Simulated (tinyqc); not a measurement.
Worked calculation: power iteration on a symmetric matrix. Computed by tinyqc, a small Python program that keeps every step. Settings: method = power, shift = 1.8. Command: `OMP_NUM_THREADS=1 python tinyqc.py 30554 30555 out.jsonl` (the two numbers bound the seeds that draw the settings). One thread of a shared host (Intel(R) Xeon(R) Processor @ 2.60GHz), about 0.01 s of CPU time with the checks.

## Step 1

A:
$$\begin{pmatrix}
0.4570 & 0.2920 & -0.7010 & 0.4920 & 1.1320 \\
0.2920 & 0.8510 & 0.8060 & 0.2010 & -1.2320 \\
-0.7010 & 0.8060 & 1.5390 & -1.9950 & -0.0900 \\
0.4920 & 0.2010 & -1.9950 & 3.5900 & 1.9740 \\
1.1320 & -1.2320 & -0.0900 & 1.9740 & 4.6460
\end{pmatrix}$$

vector v at the start: [0.4472, 0.4472, 0.4472, 0.4472, 0.4472]

shift = 1.8000

w = (A - shift) v; v' = w/|w| with its largest component positive (the first on a tie); lambda = v'^T A v'.

vector after step 1: [-0.0222, -0.1528, -0.3883, 0.4265, 0.8022]

Rayleigh quotient after step 1 = 6.2743

## Step 2

As before.

vector after step 2: [0.2782, -0.2178, -0.1880, 0.6230, 0.6721]

Rayleigh quotient after step 2 = 6.7692

## Course of the iteration

Stop when the residual |A v - lambda v| is below 1e-9.

Steps:
```
step    lambda  residual
1     6.274329  2.10e+00
2     6.769218  1.15e+00
3     6.888000  6.47e-01
4     6.924263  3.63e-01
5     6.935577  2.03e-01
6     6.939117  1.14e-01
7     6.940224  6.36e-02
8     6.940571  3.56e-02
9     6.940680  1.99e-02
10    6.940714  1.11e-02
11    6.940724  6.23e-03
12    6.940727  3.48e-03
13    6.940729  1.95e-03
14    6.940729  1.09e-03
15    6.940729  6.10e-04
16    6.940729  3.41e-04
17    6.940729  1.91e-04
18    6.940729  1.07e-04
19    6.940729  5.97e-05
20    6.940729  3.34e-05
21    6.940729  1.87e-05
22    6.940729  1.05e-05
23    6.940729  5.85e-06
24    6.940729  3.27e-06
25    6.940729  1.83e-06
26    6.940729  1.02e-06
27    6.940729  5.72e-07
28    6.940729  3.20e-07
29    6.940729  1.79e-07
30    6.940729  1.00e-07
```

all eigenvalues, for comparison: [-1.0757, 0.5768, 1.3913, 3.2498, 6.9407]

Not converged in 30 steps: the residual falls only by the ratio of the two largest distances of eigenvalues from the shift, 0.56 a step.
